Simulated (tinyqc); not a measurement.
Two-step dopant diffusion (predeposition and drive-in) with a constant diffusivity: one step, computed by the program tinyqc. Command: `OMP_NUM_THREADS=1 python tinyqc.py 3021272 3021273 out.jsonl dopdiff walk`. One thread of a shared host (Intel(R) Xeon(R) Processor @ 2.30GHz), about 0.07 s of CPU time with the checks.

Fick diffusion into a half space x > 0 whose background doping C_B is of the opposite type, so that a junction lies where C = C_B.

Task: Drive-in as a Gaussian. With a sealed surface and a thin source, C = Q/sqrt(pi (Dt)2) exp(-x^2/(4 (Dt)2)); x_j = 2 sqrt((Dt)2 ln(C(0)/C_B)); gradient at the junction |dC/dx| = C_B x_j/(2 (Dt)2).

Inputs (values chosen for the exercise, modelled on boron in silicon):
```
quantity                        value    unit
surface concentration C_s     4.3e+19  1/cm^3
background doping C_B         9.2e+15  1/cm^3
predeposition temperature T1     1050       C
drive-in temperature T2          1050       C
stand-by temperature              750       C
```

dose Q = 4.995754e+14 1/cm^2

drive-in budget (Dt)2 = 6.606383e-10 cm^2

Give: surface concentration C(0) (Gaussian); junction depth x_j; gradient at the junction.

Result:

surface concentration C(0) (Gaussian) = 1.097e+19 1/cm^3

junction depth x_j = 1.368 um

gradient at the junction = 9.526e+20 1/cm^4

Caution: the drive-in budget is under fifteen times D1 t1, so the source is not thin and the Gaussian junction is too shallow. Caution: the surface value exceeds the intrinsic carrier density during the drive-in as well. Caution: C_s exceeds the intrinsic carrier density of silicon at the predeposition temperature (2e18 to 1e19 per cm^3), where real diffusivities rise with concentration and profiles turn box-like.
